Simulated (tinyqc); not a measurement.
Modulation-doped quantum well, Poisson-Schroedinger loop: two steps of the calculation.

A well of width L centred at z = 0 between barriers Vb; effective-mass electrons, parabolic bands. The electrons come from donor sheets outside the mesh, a share fL of Ns on the left and the rest on the right, so the structure is neutral. Energies are counted from the band edge of the well, with U = 0 on the first node in the Hartree part.

Values chosen for this exercise; material values close to those of GaAs in InGaP:
```
symbol   value   unit                               meaning
eps_r     12.7           relative permittivity (all layers)
hz         2.8     nm                             mesh step
Ns      7.7e11  cm^-2            sheet density of electrons
fL         0.7         share of the donors on the left side
a          0.5                                mixing factor
```

Constants: q = 1.602176634e-19 C, hbar = 1.054571817e-34 J s, m0 = 9.1093837015e-31 kg, eps0 = 8.8541878128e-14 F/cm where lengths are in cm, hbar^2/(2 m0) = 0.0380998212 eV nm^2. Results are converted to the units shown.

Problem 1. Levels and probability densities. Tridiagonal Hamiltonian with psi = 0 one step beyond both ends: H_ii = C (1/m_(i-1/2) + 1/m_(i+1/2))/hz^2 + V0_i + U_i, H_(i,i+1) = -C/(m_(i+1/2) hz^2), C = hbar^2/(2 m0). The lowest 3 level(s) are kept, normalised to hz sum |psi|^2 = 1.

| node | fixed potential V0 (eV) | self-consistent potential U at the start (eV) |
|---|---|---|
| 1 | 0.14700000 | 0 |
| 2 | 0.14700000 | 0 |
| 3 | 0.14700000 | 0 |
| 4 | 0.00000000 | 0 |
| 5 | 0.00000000 | 0 |
| 6 | 0.00000000 | 0 |
| 7 | 0.00000000 | 0 |
| 8 | 0.00000000 | 0 |
| 9 | 0.00000000 | 0 |
| 10 | 0.00000000 | 0 |
| 11 | 0.00000000 | 0 |
| 12 | 0.14700000 | 0 |
| 13 | 0.14700000 | 0 |
| 14 | 0.14700000 | 0 |

mass on the intervals 1/2, 3/2, ... (mean of both at an interface) (m0): [0.0876, 0.0876, 0.0876, 0.0774, 0.0672, 0.0672, 0.0672, 0.0672, 0.0672, 0.0672, 0.0672, 0.0774, 0.0876, 0.0876, 0.0876]

Give: levels; |psi|^2 of E1; |psi|^2 of E2; |psi|^2 of E3.

Solution 1.

levels (eV): E1 0.007022, E2 0.027742, E3 0.060757

| node | \|psi\|^2 of E1 (1/nm) | \|psi\|^2 of E2 (1/nm) | \|psi\|^2 of E3 (1/nm) |
|---|---|---|---|
| 1 | 0.000003 | 0.000014 | 0.000059 |
| 2 | 0.000053 | 0.000244 | 0.000745 |
| 3 | 0.000982 | 0.003733 | 0.007980 |
| 4 | 0.014989 | 0.047226 | 0.071213 |
| 5 | 0.035962 | 0.072673 | 0.038725 |
| 6 | 0.056849 | 0.047711 | 0.001491 |
| 7 | 0.069734 | 0.006970 | 0.058358 |
| 8 | 0.069734 | 0.006970 | 0.058358 |
| 9 | 0.056849 | 0.047711 | 0.001491 |
| 10 | 0.035962 | 0.072673 | 0.038725 |
| 11 | 0.014989 | 0.047226 | 0.071213 |
| 12 | 0.000982 | 0.003733 | 0.007980 |
| 13 | 0.000053 | 0.000244 | 0.000745 |
| 14 | 0.000003 | 0.000014 | 0.000059 |

Problem 2. Density, output potential and mixing. n_i = sum_k N_k |psi_k|^2 (converted to cm^-3). Hartree part by Gauss: on the interval after node i the enclosed sheet charge is S_i = fL Ns - hz sum_(j<=i) n_j, and U_(i+1) = U_i + q S_i hz/(eps0 eps_r) in eV, U_1 = 0. Mixing: U(new) = U + a (U(out) - U).

| node | z (nm) | self-consistent potential U at the start (eV) | \|psi\|^2 of E1 (1/nm) | \|psi\|^2 of E2 (1/nm) | \|psi\|^2 of E3 (1/nm) |
|---|---|---|---|---|---|
| 1 | -18.2 | 0 | 0.000002592 | 0.000014188 | 0.000058948 |
| 2 | -15.4 | 0 | 0.000053038 | 0.000244314 | 0.000744827 |
| 3 | -12.6 | 0 | 0.000981656 | 0.003732713 | 0.007980380 |
| 4 | -9.8 | 0 | 0.014989368 | 0.047225552 | 0.071213024 |
| 5 | -7 | 0 | 0.035962335 | 0.072673378 | 0.038724973 |
| 6 | -4.2 | 0 | 0.056848859 | 0.047711476 | 0.001491129 |
| 7 | -1.4 | 0 | 0.069733580 | 0.006969809 | 0.058358147 |
| 8 | 1.4 | 0 | 0.069733580 | 0.006969809 | 0.058358147 |
| 9 | 4.2 | 0 | 0.056848859 | 0.047711476 | 0.001491129 |
| 10 | 7 | 0 | 0.035962335 | 0.072673378 | 0.038724973 |
| 11 | 9.8 | 0 | 0.014989368 | 0.047225552 | 0.071213024 |
| 12 | 12.6 | 0 | 0.000981656 | 0.003732713 | 0.007980380 |
| 13 | 15.4 | 0 | 0.000053038 | 0.000244314 | 0.000744827 |
| 14 | 18.2 | 0 | 0.000002592 | 0.000014188 | 0.000058948 |

N_k (cm^-2): E1 4.1631984e11, E2 2.4997446e11, E3 1.0370570e11

Wanted: n; U(out); U after round 1.

Solution 2.

| node | n (1e17 cm^-3) | U(out) (eV) | U after round 1 (eV) |
|---|---|---|---|
| 1 | 0.0011 | 0.00000 | 0.000000 |
| 2 | 0.0160 | 0.02150 | 0.010751 |
| 3 | 0.2169 | 0.04299 | 0.021493 |
| 4 | 2.5431 | 0.06423 | 0.032114 |
| 5 | 3.7154 | 0.08263 | 0.041315 |
| 6 | 3.5749 | 0.09688 | 0.048440 |
| 7 | 3.6826 | 0.10714 | 0.053569 |
| 8 | 3.6826 | 0.11328 | 0.056641 |
| 9 | 3.5749 | 0.11531 | 0.057656 |
| 10 | 3.7154 | 0.11335 | 0.056674 |
| 11 | 2.5431 | 0.10723 | 0.053617 |
| 12 | 0.2169 | 0.09828 | 0.049140 |
| 13 | 0.0160 | 0.08908 | 0.044542 |
| 14 | 0.0011 | 0.07987 | 0.039935 |

Program tinyqc, `OMP_NUM_THREADS=1 python tinyqc.py 2140130 2140131 out.jsonl`; Intel Xeon 2.30GHz, shared host, one thread, about 0.2 s.
